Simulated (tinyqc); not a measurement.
# Changing the temperature T

Model: non-radiative capture by multiphonon emission, one effective mode. Computed by tinyqc, a small Python program. Command: `OMP_NUM_THREADS=1 python tinyqc.py 3000431 3000432 out.jsonl capture sweep`. One thread of a shared host (Intel(R) Xeon(R) Processor @ 2.30GHz), about 0.04 s of CPU time with the checks.

The initial state (free carrier plus empty centre) lies dE above the final state; both have the same frequency and are displaced by dQ.

Inputs (values chosen for the exercise, with mass, screening and phonons like those of 4H-SiC):
```
quantity,value,unit
energy released dE,1.19,eV
phonon energy hbar omega,107,meV
Huang-Rhys factor S,4.87,-
electron-phonon coupling W,0.014,eV/(u^(1/2) angstrom)
cell volume V,2390,angstrom^3
degeneracy g,4,-
broadening b,87,meV
carrier mass m,1.95,m_0
defect density N_t,6e+15,cm^-3
```

Centre: neutral.

Constants: hbar^2/u = 4.18015928e-03 eV angstrom^2; k_B = 8.617333262e-05 eV/K; hbar = 6.582119569e-16 eV s; k_B = 1.380649e-23 J/K; m_0 = 9.1093837015e-31 kg.

Method:
- dQ = sqrt(2 S (hbar^2/u)/hbar omega); relaxation energy lambda = S hbar omega; phonons needed P = dE/hbar omega; classical barrier E_b = (dE - lambda)^2/(4 lambda); occupation n = 1/(exp(hbar omega/k_B T) - 1).
- Huang-Rhys weight for a net emission of p phonons: L_p = exp(-S (2n + 1)) ((n + 1)/n)^(p/2) I_p(2 S sqrt(n (n + 1))), I_p the modified Bessel function.
- M_p = sum_m w_m <m_i|Q|(m + p)_f>^2 with Q counted from the final minimum and Boltzmann weights w_m for m = 0..24; <m_i|Q|k_f> = sqrt((hbar^2/u)/(2 hbar omega)) [sqrt(k) <m|k-1> + sqrt(k+1) <m|k+1>], with overlaps of oscillators displaced by d = sqrt(2 S) summed on 1500 points from -16 to 16 + d.
- The delta function is a Gaussian of standard deviation b at dE - p hbar omega.
- C_0 = V (2 pi/hbar) g W^2 sum_p M_p Gaussian_p. The sum runs over the seven p from round(P) - 3 to round(P) + 3; 1 angstrom^3 = 1e-24 cm^3.
- For a neutral centre the Sommerfeld factor is 1.
- C = s C_0; v = sqrt(3 k_B T/m); sigma = C/v; tau = 1/(C N_t).

One run for each value:
```
temperature T (K),capture coefficient C (cm^3/s),C_0 (cm^3/s),Sommerfeld factor s,cross-section sigma (cm^2)
60,1.2488e-09,1.2488e-09,1,3.3388e-16
83,1.2488e-09,1.2488e-09,1,2.8387e-16
120,1.2489e-09,1.2489e-09,1,2.3611e-16
160,1.2504e-09,1.2504e-09,1,2.0471e-16
220,1.2620e-09,1.2620e-09,1,1.7620e-16
310,1.3180e-09,1.3180e-09,1,1.5502e-16
430,1.4716e-09,1.4716e-09,1,1.4696e-16
600,1.8051e-09,1.8051e-09,1,1.5261e-16
```

What does the table show, and why?

Over the rows, capture coefficient C (cm^3/s) rises from 1.25e-9 to 1.81e-9; C_0 (cm^3/s) rises from 1.25e-9 to 1.81e-9; Sommerfeld factor s does not change. The classical barrier (dE - S hbar omega)^2/(4 S hbar omega) is 0.215 eV and hbar omega/k_B is 1242 K; well below that temperature C_0 is the tunnelling rate from the lowest level.

Extremes, crossings and ranges named in words are read from the listed rows.
